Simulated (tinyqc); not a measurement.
Inside a calculation. Model: p-n diode with diffusion and depletion-layer recombination.

Computed by the program tinyqc: `OMP_NUM_THREADS=1 python tinyqc.py 2260056 2260057 out.jsonl`, one thread of a shared Intel Xeon 2.30GHz, about 0.01 s for the whole run. Printed values are rounded.

Abrupt junction in the depletion approximation, low injection, full ionisation, neutral widths fixed, ohmic contact on the p side. Vj is the junction voltage; where a series resistance Rs is given, V = Vj + J Rs is the terminal voltage.

Values chosen for this exercise; band and dielectric values close to those of silicon:
- T = 400 K (temperature)
- Eg = 1.1 eV (band gap)
- eps_r = 11.7 (relative permittivity)
- Nc = 4.26e19 cm^-3 (conduction-band density of states at T)
- Nv = 4.14e19 cm^-3 (valence-band density of states at T)
- Na = 3.2e16 cm^-3 (acceptor density)
- Nd = 4.9e15 cm^-3 (donor density)
- mun = 880 cm^2/(V s) (electron mobility in the p side)
- mup = 420 cm^2/(V s) (hole mobility in the n side)
- tn = 4e-9 s (electron lifetime)
- tp = 2e-6 s (hole lifetime)
- wp = 5.6 um (neutral width of the p side)
- wn = 14 um (neutral width of the n side)
- Sp = 1e7 cm/s (recombination velocity at the n contact)
- Rs = 0.0085 ohm cm^2 (series resistance)
- Et = 0.14 eV (trap level above the intrinsic level)
- Vj = 0.3 V (junction voltage at which recombination is evaluated)
- V = 0.37 V (terminal voltage)

Constants: q = 1.602176634e-19 C, kB = 1.380649e-23 J/K, Vt = kB T/q, eps0 = 8.8541878128e-14 F/cm where lengths are in cm. Results are converted to the units shown.

## Diffusion lengths and saturation currents

ni = sqrt(Nc Nv) exp(-Eg/(2 Vt)), Eg in volts; D = mu Vt; Ln = sqrt(Dn tn), Lp = sqrt(Dp tp); J0n = q ni^2 Dn coth(wp/Ln)/(Ln Na); J0p = (q ni^2 Dp/(Lp Nd)) (s + tanh(wn/Lp))/(1 + s tanh(wn/Lp)), s = Sp Lp/Dp.

ni = 4.937532e12 cm^-3
Ln = 3.483275 um
Lp = 53.80914 um
J0n = 1.151841e-5 A/cm^2
J0p = 8.419898e-6 A/cm^2

wp/Ln = 1.6 and wn/Lp = 0.26; electrons carry 57.8 % of the diffusion current.

## Recombination in the depleted layer

ni = sqrt(Nc Nv) exp(-Eg/(2 Vt)), Eg in volts. Vbi = Vt ln(Na Nd/ni^2), W = sqrt(2 eps0 eps_r (Vbi - Vj)(1/Na + 1/Nd)/q), xp = W Nd/(Na + Nd), xn = W Na/(Na + Nd); u(x) = q Na (x + xp)^2/(2 eps0 eps_r) for x < 0 and Vbi - Vj - q Nd (xn - x)^2/(2 eps0 eps_r) for x > 0; p = Na exp(-u/Vt), n = Nd exp((u - Vbi + Vj)/Vt); U = ni^2 (exp(Vj/Vt) - 1)/(tp (n + ni exp(Et/Vt)) + tn (p + ni exp(-Et/Vt))); J_scr = q times the integral of U from -xp to xn. Trapezoid rule on 16 equal steps.

W = 270.4611 nm

| point | x (nm) | u (V) | n (cm^-3) | p (cm^-3) | U (cm^-3 s^-1) |
|---|---|---|---|---|---|
| 0 | -35.9149 | 0.0000000 | 4.588847e12 | 3.2e16 | 2.066169e20 |
| 1 | -19.0111 | 0.0070707 | 5.633666e12 | 2.606528e16 | 2.131097e20 |
| 2 | -2.1073 | 0.0282830 | 1.042446e13 | 1.408640e16 | 2.256663e20 |
| 3 | 14.7966 | 0.0573894 | 2.425372e13 | 6.054457e15 | 2.272272e20 |
| 4 | 31.7004 | 0.0844571 | 5.318835e13 | 2.760814e15 | 2.125262e20 |
| 5 | 48.6042 | 0.1093594 | 1.095397e14 | 1.340547e15 | 1.840184e20 |
| 6 | 65.5080 | 0.1320963 | 2.118574e14 | 6.931225e14 | 1.468343e20 |
| 7 | 82.4118 | 0.1526677 | 3.847978e14 | 3.816111e14 | 1.091972e20 |
| 8 | 99.3157 | 0.1710738 | 6.563545e14 | 2.237253e14 | 7.780494e19 |
| 9 | 116.2195 | 0.1873144 | 1.051384e15 | 1.396665e14 | 5.484997e19 |
| 10 | 133.1233 | 0.2013896 | 1.581616e15 | 9.284369e13 | 3.928775e19 |
| 11 | 150.0271 | 0.2132994 | 2.234385e15 | 6.571971e13 | 2.911661e19 |
| 12 | 166.9309 | 0.2230438 | 2.964365e15 | 4.953611e13 | 2.257939e19 |
| 13 | 183.8347 | 0.2306228 | 3.693366e15 | 3.975861e13 | 1.844387e19 |
| 14 | 200.7386 | 0.2360363 | 4.321455e15 | 3.398002e13 | 1.593007e19 |
| 15 | 217.6424 | 0.2392844 | 4.748479e15 | 3.092424e13 | 1.457911e19 |
| 16 | 234.5462 | 0.2403671 | 4.9e15 | 2.996798e13 | 1.415321e19 |

J_scr = 4.608308e-4 A/cm^2

With 2000 steps J_scr = 4.608e-4 A/cm^2; the coarse value is within 0.01 % of it. U is largest at x = 14.8 nm among these points; the peak lies where tp n = tn p. On the fine grid U peaks at 2.287e20 cm^-3 s^-1, and J_scr/(q U_max) is 46.5 % of W, the effective width of the recombining zone.

## Starting value

Vj = V.

Vj at the start = 0.37 V

## Iteration 1: new Vj

J0 = J0n + J0p = 1.993831e-5 A/cm^2

Diffusion current alone: J = J0 (exp(Vj/Vt) - 1), g = Vj + J Rs - V, g' = 1 + Rs J0 exp(Vj/Vt)/Vt, Vj(new) = Vj - g/g'.

J = 0.9151109 A/cm^2
g = 0.007778442 V
g' = 1.225668
Vj after iteration 1 = 0.3636537 V

## Iteration 2: new Vj

As before.

J = 0.7612233 A/cm^2
g = 1.241076e-4 V
g' = 1.187720
Vj after iteration 2 = 0.3635492 V

## Course of the iteration

Stop when the step is below 1e-10 V, or after 80 iterations.

Course of the iteration:

| iteration | Vj before the step (V) | step (V) |
|---|---|---|
| 1 | 0.37 | -6.35e-3 |
| 2 | 0.3636537 | -1.04e-4 |
| 3 | 0.3635492 | -2.50e-8 |
| 4 | 0.3635492 | -1.44e-15 |

Converged in 4 iterations.
